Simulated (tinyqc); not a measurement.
Band-to-band tunnelling in a uniform field: complex band structure along [001] in sp3s* tight binding.

For k = (0, 0, kz) the phase sums are g0 = cos(phi) and g3 = i sin(phi), phi = kz a/4, and the s, pz, s* orbitals of anion (a) and cation (c) decouple from px, py. With z = exp(i phi), H(z) = H0 + z T + T^T/z for any complex z. H0 is diagonal (Esa, Epa, Exa, Esc, Epc, Exc). The anion-cation block is B(z) = z U + W/z and the cation-anion block z W^T + U^T/z, where U has Vss/2 (s,s), Vsapc/2 (s,z), -Vscpa/2 (z,s), Vxx/2 (z,z), Vxapc/2 (s*,z), -Vpaxc/2 (z,s*), and W has the same values with the s-z and s*-z signs reversed. |z| = 1 is a band state, |z| < 1 decays along [001] as exp(-kappa d) over a distance d, kappa = -(4/a) ln|z|. No spin-orbit coupling.

Constants: hbar^2/2m0 = 3.80998211 eV angstrom^2.

Parameters, chosen for this exercise (out of a larger set: near a published set for InAs, fitted to gaps, whose masses and valley positions are rough (light masses up to twice too heavy); not measured data): p = (-9.542, 0.912, -2.732, 3.712, 7.438, 6.723, -5.591, 1.846, 4.454, 3.025, 5.43, 3.381, 3.92) eV (order Esa, Epa, Esc, Epc, Exa, Exc, Vss, Vxx, Vxy, Vsapc, Vscpa, Vxapc, Vpaxc); a = 6.052 angstrom (lattice constant).

Ev = -0.00483 eV
EG (direct gap) = 0.41408 eV

masses of this model, from the curvature at Gamma (m0): m_lh 0.02810, m_e 0.03004

WKB at zero transverse momentum: T = exp(-2 I/(eF)), I = integral of kappa dE across the direct gap (8 Gauss-Legendre points in theta, E = EG sin^2 theta, 0 to pi/2); 1 MV/cm = 0.01 V/angstrom. The two-band form gives I = (pi/8) sqrt(m/c) EG^(3/2) with m = 2 m_lh m_e/(m_lh + m_e).

Tunnelling:
```
F (MV/cm)  path EG/eF (angstrom)  exponent 2I/eF  T, tight binding  T, two-band
0.50                        82.8           3.652            0.0259       0.0259
0.75                        55.2           2.435            0.0876       0.0875
1.00                        41.4           1.826             0.161        0.161
1.50                        27.6           1.217             0.296        0.296
2.00                        20.7           0.913             0.401        0.401
3.00                        13.8           0.609             0.544        0.544
4.00                        10.4           0.456             0.634        0.633
```

I, tight binding = 0.009130 eV/angstrom
I, two-band = 0.009135 eV/angstrom

The two-band integral is +0.06 % from the tight-binding one, which makes the two-band T 0.9979 times the other at 0.5 MV/cm and 0.9997 times at 4 MV/cm. Doubling the field from 1 to 2 MV/cm halves the exponent and raises T by a factor 2.49. Where the exponent falls below about 2 the WKB form is only a guide.

Run: tinyqc, `OMP_NUM_THREADS=1 python tinyqc.py 1451624 1451625 out.jsonl`; Intel(R) Xeon(R) Processor @ 2.30GHz, one thread, shared host; about 0.01 s of CPU time with all checks.
